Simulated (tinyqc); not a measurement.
Stretching all distances: RHF, UHF, MP2, CISD and CCSD against full CI in the sto-3g basis, for BeH+, spin multiplicity 1. Computed by the program tinyqc with PySCF. 

Geometry (angstrom):
```
atom,x,y,z
Be,0.0000,0.0000,0.0000
H,0.0000,0.0000,1.2450
```

All coordinates are multiplied by the scale. c0^2 is the weight of the RHF determinant in the lowest singlet FCI state (UHF is spin-contaminated and may lie near states of higher spin) and n(LUMO) the first natural occupation beyond the occupied space.

Full CI energy (hartree) and errors against it (kcal/mol):
```
scale,distance 1-2 (angstrom),E(FCI),RHF,UHF,MP2,CISD,CCSD,<S^2> UHF,c0^2,n(LUMO)
0.950,1.183,-14.67333,11.040,11.040,3.471,0.008,0.007,0.000,0.984,0.021
1.080,1.345,-14.68583,13.330,13.330,4.502,0.011,0.009,0.000,0.977,0.032
1.210,1.506,-14.68061,16.504,16.504,5.984,0.015,0.012,0.000,0.967,0.050
1.350,1.681,-14.66553,21.000,20.848,8.147,0.021,0.017,0.103,0.949,0.081
1.480,1.843,-14.64835,26.166,21.110,10.670,0.029,0.024,0.476,0.927,0.123
1.610,2.004,-14.63117,32.153,18.341,13.586,0.039,0.031,0.668,0.897,0.177
1.740,2.166,-14.61558,38.727,14.769,16.726,0.051,0.039,0.779,0.862,0.243
1.880,2.341,-14.60140,46.152,11.074,20.147,0.064,0.047,0.854,0.817,0.324
2.010,2.502,-14.59088,53.104,8.138,23.188,0.078,0.054,0.901,0.770,0.404
```

UHF parts from RHF first at scale 1.35 of those listed, where <S^2> leaves zero. The weight c0^2 goes from 0.98 to 0.77 and n(LUMO) from 0.02 to 0.40: static correlation grows as the bonds break into open-shell fragments. The spread of the error along the curve, which distorts its shape, is CCSD 0.0, CISD 0.1, UHF 13.0, MP2 19.7, RHF 42.1 kcal/mol.
